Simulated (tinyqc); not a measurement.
# Tunnel coupling from the slope of the charge transition

Question. In a double dot with one electron the occupation changes at zero detuning with the slope tanh(tc/kB T)/(4 tc). Find kB T, tc and 2 tc/h.

Values chosen for this exercise: electron temperature T = 0.34 K.

Constants: q = 1.602176634e-19 C, kB = 1.380649e-23 J/K, h = 6.62607015e-34 J s, Vt = kB T/q. Results are converted to the units shown.

dP_R/d(ep) at ep = 0 = 0.0053976527 1/ueV

Answer. The slope falls steadily with tc from 1/(4 kB T), so there is one root.

kB T = 29.30 ueV
tc = 41.00 ueV
2 tc/h = 19.83 GHz

Numbers from tinyqc (`OMP_NUM_THREADS=1 python tinyqc.py 2470011 2470012 out.jsonl`; about 0.01 s on one thread of a shared Intel Xeon 2.30GHz).
